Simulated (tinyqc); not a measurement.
Mesh and choice of bands: charge neutrality level from zone-averaged pseudopotential bands.

Empirical pseudopotential on the fcc lattice, atoms at +/- tau, tau = a (1,1,1)/8, no spin-orbit coupling. H(G,G') = c (2 pi/a)^2 |k + G|^2 delta + VS(q) cos(q.tau) + i VA(q) sin(q.tau), q = G - G', c = hbar^2/2m0; k and G in units of 2 pi/a; VS at |q|^2 = 3, 8, 11 and VA at 3, 4, 11, in rydberg, zero elsewhere. At each k the basis holds all G with |k + G|^2 up to 16; energies are counted from the fourth level at Gamma.

Mesh: k = sum_i (n_i + 1/2)/N b_i, n_i = 0 ... N - 1, b = (-1,1,1), (1,-1,1), (1,1,-1); points with the same sorted |kx|, |ky|, |kz| after folding to the shortest k + G are joined, with their count as weight. Neutrality (branch-point) level: E_N = (1/2) mean over k of [E5 + (E3 + E4)/2], E_n the n-th level from below.

Constants: hbar^2/2m0 = 3.80998211 eV angstrom^2; Ry = 13.60569312 eV.

Values chosen for the exercise (out of a larger set: classic local form factors of the size used for Si, without spin-orbit coupling; not measured data):

| symbol | value | unit | meaning |
|---|---|---|---|
| a | 5.423 | angstrom | lattice constant |
| VS | (-0.211, 0.04, 0.08) | Ry | symmetric form factors |
| VA | (0, 0, 0) | Ry | antisymmetric form factors |

E_N with E5 alone, and with (E5 + E6)/2 in its place.

Results:

| N | joined points | E_N (eV) | E_N, two conduction bands (eV) |
|---|---|---|---|
| 1 | 1 | 0.2673 | 0.7937 |
| 2 | 2 | -0.2737 | 0.4212 |
| 3 | 6 | -0.0080 | 0.3714 |
| 4 | 10 | -0.0250 | 0.3850 |
| 5 | 19 | -0.0150 | 0.3683 |

What can be read from this table?

For scale, the lowest gap of this set is 0.77 eV. Against N = 5 the errors are +282, -259, +7 and -10 meV for N = 1 to 4 (N = 1 is the L point alone). Taking the second conduction band in moves E_N by +0.38 eV, more than the mesh error at N = 2: the definition, not the mesh, limits the estimate. Local form factors place the indirect gaps only to a few tenths of an eV, and E_N moves with them.

tinyqc: `OMP_NUM_THREADS=1 python tinyqc.py 1880626 1880627 out.jsonl`; about 0.08 s, one thread, shared Intel(R) Xeon(R) Processor @ 2.30GHz.
